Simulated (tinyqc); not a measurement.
Choosing the offset: vacuum evaporation: vapour pressure, source flux, thickness distribution, purity and step coverage. Computed by tinyqc, a small Python program. Command: `OMP_NUM_THREADS=1 python tinyqc.py 3113108 3113109 out.jsonl evap walk`. One thread of a shared host (Intel(R) Xeon(R) Processor @ 2.30GHz), about 0.01 s of CPU time with the checks.

Molecular flow, unit sticking of the metal, no re-evaporation. The background gas is taken as water vapour (18.015 g/mol, collision diameter 0.37 nm) at 300 K.

Inputs (values chosen for the exercise, modelled on aluminium, with constants for the liquid): directionality n = 1; source-to-wafer distance h = 35 cm; wafer radius R = 5 cm.

Method. Rotating wafer, source offset by s and facing upwards: thickness at radius r is the mean over the angle a of (1 + (r^2 + s^2 - 2 r s cos a)/h^2)^(-(n + 3)/2), by 360 equal steps; non-uniformity (max - min)/(max + min) over 21 radii from 0 to R. The curvature at the centre vanishes at s/h = sqrt(2/(n + 3)).

Against the offset:
```
s/h  centre thickness  edge over centre  non-uniformity (%)
0.0            1.0000            0.9604              2.0200
0.2            0.9246            0.9661              1.7250
0.4            0.7432            0.9795              1.0376
0.5            0.6400            0.9868              0.6650
0.6            0.5407            0.9935              0.3238
0.7            0.4504            0.9993              0.0337
0.8            0.3718            1.0040              0.1982
0.9            0.3052            1.0075              0.3738
1.1            0.2047            1.0118              0.5849
```

The best row, s/h = 0.7, has 0.034 % against 2.0 % on the axis, at the price of a rate lower by a factor 2.22; the small-wafer optimum is sqrt(2/(n + 3)) = 0.71.

Extremes, crossings and ranges named in words are read from the listed rows.
